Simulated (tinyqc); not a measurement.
Energy and delay of logic against supply voltage: one step of the calculation.

One expression serves below and above threshold: I(Vg) = Ik [ln(1 + exp((Vg - VT + dd V)/(al nf Vt)))]^al, with I_on = I(V) and I_off = I(0). Gate delay td = kd C V/I_on, clock period LD td. Per gate and cycle the switching energy is act C V^2 and the leakage energy I_off V LD td. No short-circuit current, no variation. Minima are sought above 0.09 V; below a few Vt gates no longer switch and the model has no meaning.

Task. New V. Minimum-energy supply: E(V) is the energy per gate and cycle; with h = 0.001 V, E' = (E(V + h) - E(V - h))/(2 h), E'' = (E(V - h) - 2 E(V) + E(V + h))/h^2, V(new) = V - E'/E''.

Parameters, values chosen for the exercise; values of the order met in logic technologies: temperature T = 330 K; threshold voltage at zero drain bias VT = 0.24 V; slope factor nf = 1.27; barrier lowering per volt of supply dd = 0.07; specific current of a gate Ik = 0.47 uA; exponent of the current law al = 1.31; load capacitance of a gate C = 0.64 fF; delay factor kd = 0.9; logic depth LD = 16; activity factor act = 0.2.

Constants: q = 1.602176634e-19 C, kB = 1.380649e-23 J/K, Vt = kB T/q. Results are converted to the units shown.

V after iteration 2 = 0.15990842 V

Find: E'; E''; V after iteration 3.

Result.

E' = 1.3685 aJ/V
E'' = 668.03 aJ/V^2
V after iteration 3 = 0.15786 V

Program tinyqc, `OMP_NUM_THREADS=1 python tinyqc.py 2082134 2082135 out.jsonl`; Intel Xeon 2.30GHz, shared host, one thread, about 0.01 s.
